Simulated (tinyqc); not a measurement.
Deformation potentials from a strained empirical pseudopotential: one step. Xu of the Delta valleys and b. Five cases, with inputs chosen for the exercise.

Problem. For e = diag(-h/2, -h/2, h): E(Delta z) - E(Delta x) = Xu (ezz - exx), and without spin-orbit coupling E(Z) - E(X, Y) = 3 b (ezz - exx); Z is the single level, X and Y the pair.

Give: Xu; b.

Case 1.

Values chosen (out of a larger set: a germanium-sized cell with gaps well above those of Ge; not measured data): h = 0.001 (size of the test strain).

Delta x, Delta z (eV): 1.1954855  1.2071317

valence levels (eV): -0.0088766  0.0044383  0.0044383

Solution.

Xu = 7.76 eV
b = -2.96 eV

Case 2.

Values chosen (out of a larger set: near those of Si; not measured data): h = 0.005 (size of the test strain).

Delta x, Delta z (eV): 1.1078070  1.1679537

valence levels (eV): -0.0492230  0.0246115  0.0246115

Solution.

Xu = 8.02 eV
b = -3.28 eV

Case 3.

Values chosen (out of a larger set: near those of Si; not measured data): h = 0.005 (size of the test strain).

Delta x, Delta z (eV): 1.1573428  1.2167944

valence levels (eV): -0.0497218  0.0248609  0.0248609

Solution.

Xu = 7.93 eV
b = -3.31 eV

Case 4.

Values chosen (out of a larger set: near those of Si; not measured data): h = 0.002 (size of the test strain).

Delta x, Delta z (eV): 1.2209864  1.2448183

valence levels (eV): -0.0200523  0.0100261  0.0100261

Solution.

Xu = 7.94 eV
b = -3.34 eV

Case 5.

Values chosen (out of a larger set: near those of Si; not measured data): h = 0.005 (size of the test strain).

Delta x, Delta z (eV): 1.2877115  1.3474378

valence levels (eV): -0.0503084  0.0251542  0.0251542

Solution.

Xu = 7.96 eV
b = -3.35 eV

Stretching along z raises the valleys on the z axis and lowers the Z valence state. One-sided differences carry an error of order h. A local potential fitted to band energies alone fixes these slopes only roughly; b tends to come out too large and Xu of L too small.

Computed by tinyqc, one run a case: `OMP_NUM_THREADS=1 python tinyqc.py N N+1 out.jsonl` with N = 1880293, 1880343, 1880353, 1880438, 1880472; one thread of a shared Intel(R) Xeon(R) Processor @ 2.30GHz, about 0.2 s a run at most.
